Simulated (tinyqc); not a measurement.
Changing the diffusion length L: surface photovoltage measurement of the minority-carrier diffusion length in a wafer. Computed by tinyqc, a small Python program. Command: `OMP_NUM_THREADS=1 python tinyqc.py 3130323 3130324 out.jsonl spv sweep`. One thread of a shared host (Intel(R) Xeon(R) Processor @ 2.30GHz), about 0.01 s of CPU time with the checks.

Low injection, steady light, a depletion layer much thinner than 1/alpha and L. The excess density dn is taken at the front edge of the neutral region; light that reaches the back is lost.

Inputs (values chosen for the exercise, modelled on p-type silicon at room temperature):
```
quantity,value,unit
wafer thickness W,725,micrometre
diffusivity D,32.3,cm^2/s
front recombination velocity S_f,790,cm/s
back recombination velocity S_b,100000,cm/s
photon flux entering,7.5e+12,1/(cm^2 s)
minority density at the surface barrier scale n_0,6e+08,1/cm^3
temperature T,298,K
wavelength,888,nm
relative noise of each reading,0,%
```

normal deviates g for the noise: [0.89, -0.78, 0.25, 0.45, -0.49, -1.25, -2.50]

Constants: k_B = 8.617333262e-05 eV/K.

Method:
- alpha = (84.732/lambda - 76.417)^2 per cm with lambda in micrometre (an empirical fit for silicon between 0.7 and 1.05 micrometre).
- Thick wafer: dn = Phi L/((S_f + D/L)(L + 1/alpha)). Finite wafer, with s = S_b L/D, w = W/L, a = alpha L: dn = [Phi a/(a^2 - 1)] [a - B - exp(-alpha W)(a - s)/(cosh w + s sinh w)]/(S_f + B D/L), B = (sinh w + s cosh w)/(cosh w + s sinh w).
- Photovoltage V = (k_B T/e) ln(1 + dn/n_0). Lifetime = L^2/D.
- Readings y = (Phi/dn) (1 + noise x g) at 780, 830, 880, 920, 950, 975 and 995 nm; a least-squares line y = c (1/alpha + L_app) gives L_app = intercept/slope.

One run for each value:
```
diffusion length L (micrometre),apparent length L_app (micrometre),error of L_app (rounded to 0.001) (%),"dn, finite wafer (1/cm^3)",B
8,8.0,0,4.083e+07,1.000
15,15.0,0,1.180e+08,1.000
29,29.0,0,3.216e+08,1.000
54,54.0,0,7.321e+08,1.000
100,100.0,-4.000e-03,1.461e+09,1.000
190,189.1,-4.610e-01,2.627e+09,1.001
370,340.4,-8.005e+00,4.097e+09,1.040
700,481.6,-3.120e+01,5.155e+09,1.285
1300,554.0,-5.738e+01,5.621e+09,1.968
2500,581.2,-7.675e+01,5.785e+09,3.530
```

What does the table show?

Over the rows, apparent length L_app (micrometre) rises from 8.00 to 581 (exponent d ln y / d ln x 1.0 between the first rows and 0.073 between the last); error of L_app (rounded to 0.001) (%) falls from 0 to -76.8, flat over part of the range; dn, finite wafer (1/cm^3) rises from 4.08e7 to 5.78e9 (exponent d ln y / d ln x 1.7 between the first rows and 0.044 between the last).

Extremes, crossings and ranges named in words are read from the listed rows.
